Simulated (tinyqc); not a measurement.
Inside a calculation: Franz-Keldysh effect at a direct gap. Values are carried at full precision from step to step, so a last printed digit may differ when a step is redone from the rounded ones.

Parabolic bands, vertical transitions, no excitons. For each hole band j: mr = me mj/(me + mj); joint density of states J_j(E) = (mr/c)^(3/2) sqrt(E - Eg)/(2 pi^2), both spins, c = hbar^2/2m0; averaged matrix element |e.p|^2 = m0 Ep/6; alpha_j(E) = 4 pi^2 alpha_f c Ep J_j/(3 nr E) in 1/angstrom (alpha_f the fine-structure constant, listed as alpha among the constants), times 1e8 for 1/cm.

In a field Fd (1 kV/cm = 1e-5 V/angstrom) the electro-optic energy of band j is th = (c (e Fd)^2/mr)^(1/3), and sqrt(E - Eg) in J_j is replaced by pi sqrt(th) [Ai'(b)^2 - b Ai(b)^2] with b = (Eg - E)/th; Ai is the Airy function.

Constants: hbar^2/2m0 = 3.80998211 eV angstrom^2; fine-structure constant alpha = 0.007297352564.

Parameters, chosen for this exercise (near those of GaAs; shifted at random, so the results belong to these values and not to a real crystal):
- Eg = 1.465 eV (direct gap)
- me = 0.0651 m0 (electron mass)
- mhh = 0.521 m0 (heavy-hole mass)
- mlh = 0.0808 m0 (light-hole mass)
- Ep = 25.9 eV (Kane energy)
- nr = 3.62 (refractive index)
- Fd = 240 kV/cm (uniform field)
- E = 1.477 eV (photon energy)
- L = 27 micrometre (length of a waveguide)

## Electro-optic energy and length

For each hole band give mr, th and the length th/(e Fd).

Scales:
```
hole   mr (m0)  th (meV)  length (angstrom)
heavy  0.05787    72.382               30.2
light  0.03605    84.749               35.3
```

The light-hole pair has th larger by a factor 1.171, the cube root of the ratio of reduced masses.

## Airy factors at E

Ai is the Airy function, th the electro-optic energy of each hole band from the table (its other columns are not needed here), b = (Eg - E)/th with th in eV; the factor takes the place of sqrt(E - Eg) in the joint density of states.

Form b, Ai(b), Ai'(b) and the factor pi sqrt(th) [Ai'^2 - b Ai^2] for each band, beside sqrt(E - Eg) (zero below the gap).

Factors:
```
hole         b   Ai(b)   Ai'(b)  factor (eV^(1/2))  without field
heavy  -0.1658  0.3977  -0.2535            0.07649         0.1095
light  -0.1416  0.3915  -0.2550            0.07933         0.1095
```

## Absorption with and without the field

Put the factors in place of sqrt(E - Eg) in alpha_j and add the bands; a waveguide of length L changes its transmission by 4.343 (alpha(F) - alpha(0)) L dB.

alpha_j in the field (1/cm): heavy 1.29e+03, light 656

alpha(F) = 1.94e+03 1/cm
alpha(0) = 2746 1/cm
change of loss = -9.44 dB

Without the field the loss over L is 32 dB, so this energy is of no use for a modulator. Above the gap the field lowers the absorption at this energy; the sign alternates with energy (Franz-Keldysh oscillations). Excitons, which add a sharp peak at low field, are left out.

## Checks

- Airy factor at b = -40 against the zero-field limit sqrt(-b): 6.33 against 6.32.

Program tinyqc; command `OMP_NUM_THREADS=1 python tinyqc.py 1650791 1650792 out.jsonl`; about 0.01 s on one thread of a shared Intel(R) Xeon(R) Processor @ 2.30GHz.
